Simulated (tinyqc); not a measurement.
What each parameter does: overlap of hydrogenic dopants: pairs, impurity band and the Mott density.

Ry* = Ry m/eps^2, aB = a0 eps/m. For 1s orbitals a distance rho = R/aB apart, in Ry*: overlap S = exp(-rho)(1 + rho + rho^2/3), J = (2/rho)(1 - (1 + rho) exp(-2 rho)) (attraction to the other ion), Kx = 2 (1 + rho) exp(-rho) (exchange of one electron). One electron on a pair has E = -1 - (J +/- Kx)/(1 +/- S), without the repulsion 2/rho of the ions. Hopping after orthogonalisation: t = (Kx - S J)/(1 - S^2), half the splitting. Dopants on a lattice with z neighbours, n = 1/R^3 (simple cubic), give a band of width B = 2 z t, as on any lattice of two interpenetrating sublattices. Valleys, central cells and disorder are left out.

Constants: Ry = 13.60569312 eV; a0 (Bohr radius) = 0.5291772105 angstrom.

Parameters, chosen for this exercise (an isotropic mass and dielectric constant of the size used for donors in GaN; not measured data): m = 0.191 m0 (mass); eps = 9.5 (dielectric constant); rho = 5 aB (distance of a pair); N = 0.0038 1/aB^3 (dopant density); z = 6 (neighbours in the dopant lattice).

At fixed N in units of 1/aB^3 and fixed rho: Ry*, 2t of the pair, B of the lattice and the density in 1e18/cm^3 (1/angstrom^3 = 1e24/cm^3).

Results for these values:
```
case  Ry* (meV)  2t (meV)  B (meV)  density (1e18/cm^3)
base     28.794    2.4552    4.693               0.2084
```

What happens to each result for m = 0.2101 m0, all else kept?

Answer: Ry* rises from 28.794 to 31.674; 2t rises from 2.4552 to 2.7007; B rises from 4.693 to 5.163; density rises from 0.2084 to 0.2774.

The same for each parameter in turn:
```
case               Ry* (meV)  2t (meV)  B (meV)  density (1e18/cm^3)
base                  28.794    2.4552    4.693               0.2084
m = 0.2101 m0         31.674    2.7007    5.163               0.2774
eps = 10.45           23.797    2.0291    3.879               0.1566
rho = 5.5 aB          28.794    1.6481    4.693               0.2084
N = 0.0057 1/aB^3     28.794    2.4552    9.135               0.3126
```

(tinyqc, `OMP_NUM_THREADS=1 python tinyqc.py 1480207 1480208 out.jsonl`, Intel(R) Xeon(R) Processor @ 2.30GHz, 1 thread, shared host, about 0.01 s.)
